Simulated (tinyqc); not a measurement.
# Floating body of a partially depleted SOI transistor: body voltage and kink, step by step

Program tinyqc, `OMP_NUM_THREADS=1 python tinyqc.py 2182125 2182126 out.jsonl`; Intel Xeon 2.30GHz, shared host, one thread, about 0.2 s. Printed values are rounded.

Source at 0 V. Channel current Ic = 2 nf K Vt^2 [F(0) - F(Vd)](1 + la Vd), F(V) = ln^2(1 + exp((Vg - VT - nf V)/(2 nf Vt))), VT = VT0 - gb Vb. Saturation voltage Vs = 2 Vt sqrt(F(0)) + 3 Vt, excess Ve = (Vd - Vs + sqrt((Vd - Vs)^2 + 0.0004 V^2))/2, multiplication M1 = Ai Ve exp(-Bl/Ve). Each junction passes D(v) = J1 (exp(v/Vt) - 1) + J2 (exp(v/(2 Vt)) - 1). Bipolar current Ib = bb J1 (exp(Vb/Vt) - 1). The body settles where M1 (Ic + Ib) = D(Vb) + D(Vb - Vd) + Vb/Rb; drain current Id = (1 + M1)(Ic + Ib) - D(Vb - Vd).

Inputs (values chosen for the exercise); values of the order met in partially depleted silicon-on-insulator transistors:
- T = 358 K (temperature)
- VT0 = 0.32 V (threshold at zero body voltage)
- gb = 0.12 (fall of the threshold per volt of body voltage)
- nf = 1.42 (slope factor)
- K = 120 uA/(V^2 um) (gain factor per width)
- la = 0.08 1/V (channel-length modulation factor)
- Ai = 1.95 1/V (impact-ionisation prefactor)
- Bl = 5.1 V (impact-ionisation voltage)
- J1 = 8.4e-11 uA/um (diffusion saturation current of each junction)
- J2 = 6.2e-7 uA/um (recombination saturation current of each junction)
- bb = 0.5 (gain of the lateral bipolar transistor on the diffusion current)
- Rb = 3e5 kohm um (resistance of a weak body tie to the source (1e9 stands for no tie, and the term is then dropped))
- Vg = 0.63 V (gate voltage)
- Vd = 2.3 V (drain voltage)

Constants: q = 1.602176634e-19 C, kB = 1.380649e-23 J/K, Vt = kB T/q. Results are converted to the units shown.

Range of the model: The multiplication law is an empirical form chosen for the exercise; self-heating and capacitive coupling to the body are left out, and the linear laws are rough once Vb passes about 0.7 V or M1 about 0.1.

## Starting value

Vb = 0.84 V.

Vb at the start = 0.84 V

## Iteration 1: new Vb

Current into the body I_in = M1 (Ic + Ib) - D(Vb - Vd), current out I_out = D(Vb) + Vb/Rb; f = ln(I_in/I_out), s = df/dVb by central differences over 1e-5 V, Vb(new) = Vb - f/s.

Ic = 8.47559 uA/um
Ve = 1.91764 V
M1 = 0.261691
I_in = 9.56677 uA/um
I_out = 56.6737 uA/um
f = -1.77901
s = -7.39446 1/V
Vb after iteration 1 = 0.599413 V

## Iteration 2: new Vb

As before.

Ic = 7.34022 uA/um
Ve = 1.93775 V
M1 = 0.271836
I_in = 1.99847 uA/um
I_out = 0.0353110 uA/um
f = 4.03594
s = -25.4501 1/V
Vb after iteration 2 = 0.757995 V

## Iteration 3: new Vb

As before.

Ic = 8.07898 uA/um
Ve = 1.92450 V
M1 = 0.265130
I_in = 2.66372 uA/um
I_out = 4.07246 uA/um
f = -0.424524
s = -25.1957 1/V
Vb after iteration 3 = 0.741146 V

## Course of the iteration

Stop when the step is below 1e-10 V, or after 40 iterations.

Course of the iteration:
```
iteration  Vb before the step (V)  step (V)
1                            0.84    -0.241
2                        0.599413     0.159
3                        0.757995   -0.0168
4                        0.741146   6.90e-4
5                        0.741836   8.68e-7
6                        0.741837  1.39e-12
```

Converged in 6 iterations.

## Drain current with floating and with grounded body

converged Vb = 0.741837 V

Id and VT at the converged Vb, Id at Vb = 0, their ratio, and the bipolar share Ib/(Ic + Ib).

VT = 0.230980 V
Id, floating = 11.6044 uA/um
Id, grounded = 6.34070 uA/um
ratio = 1.83014
bipolar share = 12.7137 %

The body rises to 0.742 V and lowers the threshold by 89.0 mV.
